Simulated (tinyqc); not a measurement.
Fermi velocity from one capacitance.

Problem. At zero temperature and without traps graphene has Cq = 2 q^3 phi/(pi hbar^2 vF^2), charge Cq phi/2, 1/C_G = 1/Cox + 1/Cq and Vg = phi + Cq phi/(2 Cox). Find Cq, phi, vF and n.

Constants: q = 1.602176634e-19 C, hbar = 1.054571817e-34 J s. Results are converted to the units shown.

Vg = 0.86954066 V
C_G = 0.39003105 uF/cm^2
Cox = 0.44093855 uF/cm^2

Solution. The series relation gives Cq, the voltage relation phi = Vg/(1 + Cq/(2 Cox)), and the formula for Cq then vF.

Cq = 3.378 uF/cm^2
phi = 0.1800 V
vF = 1.120e6 m/s
n = 1.898e12 cm^-2

Numbers from tinyqc (`OMP_NUM_THREADS=1 python tinyqc.py 2200012 2200013 out.jsonl`; about 0.01 s on one thread of a shared Intel Xeon 2.30GHz).
